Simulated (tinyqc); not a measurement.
What each parameter of the potential does: deformation potentials from a strained empirical pseudopotential.

Diamond lattice, no spin-orbit coupling. Atomic form factor V(q) = a1 (q^2 - a2)/(a3 exp(a4 q^2) - 1) in rydberg with q in 1/bohr, for the unstrained cell. Under a strain e the reciprocal vectors and k go over into (1 + e)^(-1) G, the atoms sit at +/- tau with tau = (1 + e) a (1,1,1)/8 - zeta a (eyz, ezx, exy)/4, and H(G,G') = c |k + G|^2 delta + (V(q)/det(1 + e)) cos(q.tau), q = G - G', with the term q = 0 left out; c = hbar^2/2m0. The basis is fixed before straining: all G with |k + G|^2 up to 16 (2 pi/a)^2. k is given in units of 2 pi/a of the unstrained cell.

Constants: hbar^2/2m0 = 3.80998211 eV angstrom^2; Ry = 13.60569312 eV; a0 (Bohr radius) = 0.5291772105 angstrom.

Parameters, chosen for this exercise (a germanium-sized cell with gaps well above those of Ge; shifted at random, so the results belong to these values and not to a real crystal): a = 5.652 angstrom (lattice constant); a1 = 0.396; a2 = 2.447; a3 = 2.063; a4 = 0.451; kD = 0.82 2 pi/a (position of the Delta minimum).

Gaps from the valence top to level 5 at Gamma and level 5 at (kD,0,0) and L, and their deformation potentials [E(+h) - E(-h)]/(3 ln((1 + h)/(1 - h))) for e = +/- h 1, h = 0.002. The row for the lattice constant keeps V(q) without the volume factor, so it is not a strain.

One parameter was then changed.

Results before and after:
```
case     Gamma (eV)  Delta (eV)  L (eV)  potential Gamma (eV)  potential Delta (eV)  potential L (eV)
base          1.533       1.324   1.148                 -9.03                  0.75             -3.00
changed       1.513       1.227   1.087                 -8.93                  0.77             -2.96
```

Which of these changes was made? (a) a3 = 2.084; (b) a2 = 2.471; (c) a = 5.595 angstrom; (d) a1 = 0.392; (e) a4 = 0.456.

Answer: (a) a3 = 2.084. Of the candidates, run in turn, only this one gives the changed row.

All candidates:
```
case                Gamma (eV)  Delta (eV)  L (eV)  potential Gamma (eV)  potential Delta (eV)  potential L (eV)
base                     1.533       1.324   1.148                 -9.03                  0.75             -3.00
a = 5.595 angstrom       1.736       1.081   1.093                 -8.84                  1.06             -2.80
a1 = 0.392               1.511       1.252   1.100                 -8.95                  0.78             -2.96
a2 = 2.471               1.393       1.385   1.130                 -9.08                  0.68             -3.04
a3 = 2.084               1.513       1.227   1.087                 -8.93                  0.77             -2.96
a4 = 0.456               1.473       1.249   1.086                 -8.88                  0.84             -2.90
```

tinyqc: `OMP_NUM_THREADS=1 python tinyqc.py 1851072 1851073 out.jsonl`; about 0.2 s, one thread, shared Intel(R) Xeon(R) Processor @ 2.30GHz.
